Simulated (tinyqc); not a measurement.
Two-dimensional dopant profile at a mask edge: lateral junction, overlap and effective channel length: one step, computed by the program tinyqc. Command: `OMP_NUM_THREADS=1 python tinyqc.py 3030872 3030873 out.jsonl lateral walk`. One thread of a shared host (Intel(R) Xeon(R) Processor @ 2.30GHz), about 0.01 s of CPU time with the checks.

Ions enter for y < 0; the mask (spacer, then gate) covers y > 0. x is the depth. The surface reflects dopant during the anneal.

Question. Widths and vertical profile. Widths s_x^2 = (vertical straggle)^2 + 2 D t, s_y^2 = (lateral straggle)^2 + 2 D t. C(x, y) = V(x) (1/2) erfc(y/(sqrt2 s_y)), V(x) = Q/(sqrt(2 pi) s_x) [exp(-(x - R_p)^2/(2 s_x^2)) + exp(-(x + R_p)^2/(2 s_x^2))]; 1 nm = 1e-7 cm. The vertical junction far from the mask solves V(x) = C_B.

Inputs (values chosen for the exercise, modelled on a source-drain extension in silicon):

| quantity | value | unit |
|---|---|---|
| dose Q | 1e+15 | 1/cm^2 |
| projected range R_p | 20 | nm |
| vertical straggle | 6.8 | nm |
| lateral straggle | 5.7 | nm |
| anneal budget D t | 1.5e-12 | cm^2 |
| channel doping C_B | 2.8e+17 | 1/cm^3 |

Give: s_x; s_y; V at the surface; V at R_p; vertical junction x_j.

Answer.

s_x = 18.61 nm

s_y = 18.23 nm

V at the surface = 2.407e+20 1/cm^3

V at R_p = 2.357e+20 1/cm^3

vertical junction x_j = 87.81 nm
